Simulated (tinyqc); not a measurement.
Biaxially strained (001) channel, valley splitting in an inversion layer: two steps of the calculation.

A thin layer grown on a relaxed buffer is stretched in the plane. The two valleys with their long axis along the growth direction (D2) sink against the four in-plane ones (D4); confinement in a triangular well splits them too. Only the lowest subband of each set is kept; one relaxation time, so the weakening of intervalley scattering is left out.

Parameters, values chosen for the exercise; values close to those of silicon on relaxed silicon-germanium: temperature T = 250 K; germanium share of the relaxed buffer x = 0.06; lattice mismatch per unit x b1 = 0.0418; elastic constant c11 = 168 GPa; elastic constant c12 = 65.2 GPa; shear deformation potential Xu = 8.92 eV; longitudinal mass ml = 0.934 m0; transverse mass mt = 0.193 m0; confining field F = 0.97 MV/cm; inversion density Ns = 6.1e11 cm^-2.

Constants: q = 1.602176634e-19 C, kB = 1.380649e-23 J/K, hbar = 1.054571817e-34 J s, m0 = 9.1093837015e-31 kg, Vt = kB T/q, hbar^2/(2 m0) = 0.0380998212 eV nm^2. Results are converted to the units shown.

Question 1. Subband edges and densities of states. Levels E(m) = 2.33811 (hbar^2 q^2 F^2/(2 m))^(1/3): E2 = E(ml), E4 = E(mt) + D; N2 = 2 mt kB T/(pi hbar^2), N4 = 4 sqrt(mt ml) kB T/(pi hbar^2).

D = 39.735797 meV

Give: E2; E4; N2; N4.

Answer 1.

E2 = 0.1699 eV
E4 = 0.3271 eV
N2 = 3.474e12 cm^-2
N4 = 1.528e13 cm^-2

Of the gap E4 - E2 = 157 meV, confinement gives 117 meV.

Question 2. Fermi level by Newton steps. f = N2 ln(1 + exp((EF - E2)/Vt)) + N4 ln(1 + exp((EF - E4)/Vt)) - Ns, f' = [N2/(1 + exp((E2 - EF)/Vt)) + N4/(1 + exp((E4 - EF)/Vt))]/Vt, EF(new) = EF - f/f'.

EF after iteration 1 = 0.14766562 eV
E2 = 0.16991750 eV
E4 = 0.32714542 eV
N2 = 3.4737407e12 cm^-2
N4 = 1.5283477e13 cm^-2

Find: f; f'; EF after iteration 2.

Answer 2.

f = 4.515e11 cm^-2
f' = 4.250e13 cm^-2/eV
EF after iteration 2 = 0.1370 eV

Program tinyqc, `OMP_NUM_THREADS=1 python tinyqc.py 2530129 2530130 out.jsonl`; Intel Xeon 2.30GHz, shared host, one thread, about 0.01 s.
